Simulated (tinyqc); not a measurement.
KAI against NLS in time: switching kinetics of a ferroelectric film and the memory window of a ferroelectric gate stack. Computed by tinyqc, a small Python program. Command: `OMP_NUM_THREADS=1 python tinyqc.py 3013256 3013257 out.jsonl feswitch walk`. One thread of a shared host (Intel(R) Xeon(R) Processor @ 2.30GHz), about 0.03 s of CPU time with the checks.

Fields in MV/cm; 1 microcoulomb/cm^2 over eps_0 is 11.29409 MV/cm. In the stack (metal, ferroelectric, interlayer, channel) the channel is taken as a conductor.

Inputs (values chosen for the exercise, for a model film): dimension n = 3; half width w of log10 t = 0.7.

Method. KAI: 1 - exp[-(t/t1)^n]. NLS: the same kernel averaged over the Lorentzian F = (1/pi) w/[(z - log10 t1)^2 + w^2] in z = log10 tau.

Switched share:
```
log10(t/t1)     KAI      NLS
-3.0         0.0000  0.07528
-2.0         0.0000  0.11244
-1.0         0.0010  0.21209
-0.5         0.0311  0.33536
-0.2         0.2221  0.44903
0.0          0.6321  0.53436
0.2          0.9813  0.61613
0.5          1.0000  0.71528
1.0          1.0000  0.81466
2.0          1.0000  0.89619
3.0          1.0000  0.92872
```

What follows from these numbers?

KAI goes from 10 to 90 % within 0.45 decades of time; a Lorentzian of this width needs about 2 w tan(0.4 pi) = 4.3 decades. Three decades after t1, 7.1 % of the NLS film has not switched, and three decades before it 7.5 % already has: the tails set write margins and disturb errors.
